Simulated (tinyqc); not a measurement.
## Barrier and mass from two Fowler-Nordheim currents

Inverse problem. Fowler-Nordheim tunnelling through a dielectric follows J = A F^2 exp(-B/F), A = q^2 me/(16 pi^2 hbar m1 phi1) (A/V^2 with phi1 in volts), B = (4/3) sqrt(m1/C) phi1^1.5 (V/nm), C = hbar^2/(2 m0). Find B, A, phi1 and m1.

Inputs (values chosen for the exercise): emitter mass in the supply function me = 1 m0.

Constants: q = 1.602176634e-19 C, hbar = 1.054571817e-34 J s, m0 = 9.1093837015e-31 kg, hbar^2/(2 m0) = 0.0380998212 eV nm^2. Results are converted to the units shown.

J at F = 0.73 and 1.34 V/nm (A/cm^2): 1.2848097e-8  0.55323962

Solution. The slope of ln(J/F^2) against 1/F is -B and the intercept gives A. A fixes the product m1 phi1, and B = (4/3) phi1 sqrt(m1 phi1/C) then gives phi1.

B = 26.24 V/nm
A = 9.845e-7 A/V^2
phi1 = 3.070 eV
m1 = 0.5100 m0

Computed by the program tinyqc: `OMP_NUM_THREADS=1 python tinyqc.py 2540084 2540085 out.jsonl`, one thread of a shared Intel Xeon 2.30GHz, about 0.04 s for the whole run.
